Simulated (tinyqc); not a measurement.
Inside a calculation (part 2 of 2). Method: MP2 on RHF in the sto-3g basis, for BeH2, spin multiplicity 1. Computed by tinyqc, a small Python program that keeps every step (integrals from PySCF). Command: `OMP_NUM_THREADS=1 python tinyqc.py 29353 29354 out.jsonl` (the two numbers bound the seeds that draw the settings). One thread of a shared host (Intel(R) Xeon(R) Processor @ 2.60GHz), about 0.1 s of CPU time with the checks.

Geometry (angstrom):
```
atom         x          y         z
Be    0.000000   0.000000  0.000000
H     0.000000   1.507000  0.000000
H     0.000000  -1.507000  0.000000
```

## Second-order Moller-Plesset energy

orbital energies (hartree): MO1 -4.529532, MO2 -0.427469, MO3 -0.386453, MO4 0.213888, MO5 0.213888, MO6 0.381411, MO7 0.754509

Two-electron integrals over orbitals (pq|rs), unique and non-zero (hartree):
```
(11|11) 2.271787    (21|11) -0.189107   (21|21) 0.024259    (22|11) 0.464283
(22|21) -0.005914   (22|22) 0.379827    (31|31) 0.005239    (32|31) 0.011666
(32|32) 0.160271    (33|11) 0.428812    (33|21) -0.002462   (33|22) 0.392100
(33|33) 0.415447    (41|41) 0.015753    (42|41) 0.014996    (42|42) 0.047792
(43|43) 0.012974    (44|11) 0.569182    (44|21) -0.007407   (44|22) 0.357151
(44|33) 0.340307    (44|44) 0.449859    (51|51) 0.015753    (52|51) 0.014996
(52|52) 0.047792    (53|53) 0.012974    (54|54) 0.024249    (55|11) 0.569182
(55|21) -0.007407   (55|22) 0.357151    (55|33) 0.340307    (55|44) 0.401360
(55|55) 0.449859    (61|11) -0.191290   (61|21) 0.025086    (61|22) -0.006139
(61|33) -0.003217   (61|44) -0.005519   (61|55) -0.005519   (61|61) 0.026051
(62|11) 0.131149    (62|21) -0.006158   (62|22) -0.016923   (62|33) -0.042278
(62|44) 0.064034    (62|55) 0.064034    (62|61) -0.005020   (62|62) 0.081793
(63|31) -0.000874   (63|32) -0.092489   (63|63) 0.085978    (64|41) 0.016266
(64|42) 0.046796    (64|64) 0.049769    (65|51) 0.016266    (65|52) 0.046796
(65|65) 0.049769    (66|11) 0.464502    (66|21) -0.006711   (66|22) 0.381053
(66|33) 0.392163    (66|44) 0.356224    (66|55) 0.356224    (66|61) -0.006512
(66|62) -0.029105   (66|66) 0.397528    (71|31) 0.009918    (71|32) 0.018345
(71|63) -0.000263   (71|71) 0.018968    (72|31) 0.004335    (72|32) -0.040271
(72|63) 0.062242    (72|71) 0.008184    (72|72) 0.057103    (73|11) 0.148284
(73|21) -0.004243   (73|22) -0.000537   (73|33) -0.018153   (73|44) 0.067847
(73|55) 0.067847    (73|61) -0.003559   (73|62) 0.077396    (73|66) -0.021559
(73|73) 0.086040    (74|43) 0.013399    (74|74) 0.016877    (75|53) 0.013399
(75|75) 0.016877    (76|31) 0.010096    (76|32) 0.140576    (76|63) -0.092235
(76|71) 0.016324    (76|72) -0.049293   (76|76) 0.137599    (77|11) 0.553607
(77|21) -0.007863   (77|22) 0.406830    (77|33) 0.423665    (77|44) 0.380817
(77|55) 0.380817    (77|61) -0.007873   (77|62) -0.022895   (77|66) 0.416441
(77|73) 0.000363    (77|77) 0.462344
```

Hartree-Fock energy = -15.53046681 hartree

E2 = sum_ijab (ia|jb) [2 (ia|jb) - (ib|ja)] / (e_i + e_j - e_a - e_b) over occupied i, j and virtual a, b; the opposite-spin part is (ia|jb)^2 / denominator, the rest is same-spin, and SCS-MP2 scales them by 6/5 and 1/3.

Terms:
```
i  j  a  b    (ia|jb)    (ib|ja)  denominator       term
3  3  6  6   0.085978   0.085978    -1.535728  -0.004813
2  2  6  6   0.081793   0.081793    -1.617760  -0.004135
3  2  7  6   0.077396   0.062242    -1.949842  -0.003674
2  3  6  7   0.077396   0.062242    -1.949842  -0.003674
3  3  7  7   0.086040   0.086040    -2.281923  -0.003244
2  2  5  5   0.047792   0.047792    -1.282714  -0.001781
2  2  4  4   0.047792   0.047792    -1.282714  -0.001781
3  2  6  7   0.062242   0.077396    -1.949842  -0.001503
2  3  7  6   0.062242   0.077396    -1.949842  -0.001503
2  2  7  7   0.057103   0.057103    -2.363955  -0.001379
3  3  5  5   0.012974   0.012974    -1.200682  -0.000140
3  3  4  4   0.012974   0.012974    -1.200682  -0.000140
1  1  6  6   0.026051   0.026051    -9.821887  -0.000069
2  1  5  5   0.014996   0.014996    -5.384778  -0.000042
1  2  5  5   0.014996   0.014996    -5.384778  -0.000042
2  1  4  4   0.014996   0.014996    -5.384778  -0.000042
1  2  4  4   0.014996   0.014996    -5.384778  -0.000042
1  1  7  7   0.018968   0.018968   -10.568082  -0.000034
1  1  5  5   0.015753   0.015753    -9.486841  -0.000026
1  1  4  4   0.015753   0.015753    -9.486841  -0.000026
2  1  7  7   0.008184   0.008184    -6.466019  -0.000010
1  2  7  7   0.008184   0.008184    -6.466019  -0.000010
1  2  6  6  -0.005020  -0.005020    -5.719823  -4.41e-06
2  1  6  6  -0.005020  -0.005020    -5.719823  -4.41e-06
3  1  7  6  -0.003559  -0.000263    -6.051905  -4.03e-06
1  3  6  7  -0.003559  -0.000263    -6.051905  -4.03e-06
1  3  7  6  -0.000263  -0.003559    -6.051905   1.32e-07
3  1  6  7  -0.000263  -0.003559    -6.051905   1.32e-07
```

Pair energies (hartree; pair i-j sums ij and ji):
```
pair  opposite spin  same spin
1-1       -0.000155   0.000000
2-1       -0.000197   0.000000
2-2       -0.009076   0.000000
3-1       -4.21e-06  -3.59e-06
3-2       -0.010118  -0.000236
3-3       -0.008338   0.000000
```

MP2 correlation energy = -0.02812728 hartree

SCS-MP2 correlation energy = -0.03354548 hartree

MP2 total energy = -15.55859409 hartree
